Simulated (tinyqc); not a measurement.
# Inputs raised by 5 %, one at a time

Model: precursor delivery and alloy composition in metal-organic vapour-phase epitaxy. Computed by tinyqc, a small Python program. Command: `OMP_NUM_THREADS=1 python tinyqc.py 3005583 3005584 out.jsonl movpe sens`. One thread of a shared host (Intel(R) Xeon(R) Processor @ 2.30GHz), about 0.01 s of CPU time with the checks.

Carrier gas leaves each bubbler saturated. Group-III species cross a boundary layer and react at the surface; element 2 can also desorb. The film is (1)_(1-x) (2)_x V with a zinc-blende cell.

Inputs (values chosen for the exercise, close to those used for AlGaAs from TMAl and TMGa):
```
quantity,value,unit
source 1: a in log10(p/torr) = a - b/T,8.22,-
source 1: b,2134,K
source 1: bath temperature,21,C
source 1: carrier flow,51,sccm
source 2: a,8.07,-
source 2: b,1703,K
source 2: bath temperature,3,C
source 2: carrier flow,7.1,sccm
bubbler pressure p_b,760,torr
group-V hydride flow,170,sccm
total flow,8.3,slm
reactor pressure p,40,torr
diffusivity D0 at 273.15 K and 760 torr,0.33,cm^2/s
boundary layer delta,1.4,cm
prefactor of the surface rate k_s,1.1e+13,cm/s
energy of k_s,1.93,eV
prefactor of the loss of element 2,1.1e+17,layers/s
energy of the loss,3.61,eV
lattice constant a,5.655,angstrom
growth temperature T,710,C
```

Constants: k_B = 1.380649e-23 J/K; k_B = 8.617333262e-05 eV/K.

Method:
- Temperatures in kelvin are T(C) + 273.15.
- Vapour pressure p_v = 10^(a - b/T); precursor flow = carrier flow x p_v/(p_b - p_v); 1 sccm = 44.615 micromol/min; V/III = hydride flow over the sum of both; gas share x_g = F2/(F1 + F2).
- Partial pressure p_i = p F_i/(44615 x total flow in slm); density n_i = p_i/(k_B T), 1 torr = 133.322 Pa; D = D0 (T/273.15)^1.75 (760/p), h = D/delta, the same for both; k_s = prefactor x exp(-energy/(k_B T)); arrival J_i = n_i/(1/h + 1/k_s); in layers per second g_i = J_i a^2/2 (two group-III sites per a^2 on (001)).
- Loss of element 2 is r x with r = prefactor x exp(-energy/(k_B T)). Then x = (g2 - r x)/(g1 + g2 - r x), or r x^2 - (g1 + g2 + r) x + g2 = 0, smaller root; growth rate G = g1/(1 - x) layers/s; one layer is a/2 thick, 1 angstrom/s = 0.36 um/h.
- Distribution coefficient = [x/(1 - x)]/[x_g/(1 - x_g)], x_g = g2/(g1 + g2).

Runs:
```
input moved,from,to,solid share x,growth rate G (um/h),distribution coefficient,V/III ratio
base run,-,-,0.56935,4.5873,0.99243,116.26
source 2: carrier flow (sccm),7.1,7.455,0.58132,4.7184,0.99264,113.03
bubbler pressure p_b (torr),760,798,0.56802,4.3529,0.99203,122.49
total flow (slm),8.3,8.715,0.56925,4.3679,0.99206,116.26
reactor pressure p (torr),40,42,0.56935,4.5937,0.99245,116.26
boundary layer delta (cm),1.4,1.47,0.56926,4.3740,0.99207,116.26
prefactor of the loss of element 2 (layers/s),1.1e+17,1.155e+17,0.56925,4.5863,0.99206,116.26
prefactor of the surface rate k_s (cm/s),1.1e+13,1.155e+13,0.56935,4.5937,0.99245,116.26
```

Exponents ln(y'/y) / ln(x'/x):
```
input,solid share x,growth rate G,distribution coefficient,V/III ratio
source 2: carrier flow,0.426,0.578,0.004,-0.577
bubbler pressure p_b,-0.048,-1.075,-0.008,1.070
total flow,-0.003,-1.004,-0.008,0.000
reactor pressure p,0.000,0.029,0.000,0.000
boundary layer delta,-0.003,-0.976,-0.008,0.000
prefactor of the loss of element 2,-0.003,-0.004,-0.008,0.000
prefactor of the surface rate k_s,0.000,0.029,0.000,0.000
```

Which inputs matter most for each result?

Among the inputs moved here: solid share x answers most in size to source 2: carrier flow (exponent +0.426), next to bubbler pressure p_b (-0.048); its exponent is below 0.0005 for reactor pressure p, prefactor of the surface rate k_s. Growth rate G answers most in size to bubbler pressure p_b (exponent -1.075), next to total flow (-1.004). Its exponent -1.004 in total flow: more carrier dilutes the precursors at fixed delta. Its exponent +0.029 in reactor pressure p: transport control at fixed delta: n grows as p and D falls as 1/p. Distribution coefficient answers most in size to bubbler pressure p_b (exponent -0.008), and about equally to total flow (-0.008), prefactor of the loss of element 2 (-0.008), boundary layer delta (-0.008); its exponent is below 0.0005 for reactor pressure p, prefactor of the surface rate k_s. V/III ratio answers most in size to bubbler pressure p_b (exponent +1.070), next to source 2: carrier flow (-0.577); its exponent is below 0.0005 for total flow, reactor pressure p, boundary layer delta, prefactor of the loss of element 2, prefactor of the surface rate k_s.

Caution (all rows): trimethylaluminium is largely a dimer in the vapour, which would double its metal flow; it is counted as a monomer here. Caution (all rows): the lattice constant is held fixed as x changes, delta does not respond to the flow, both precursors share one D and k_s, and gas-phase side reactions are left out.
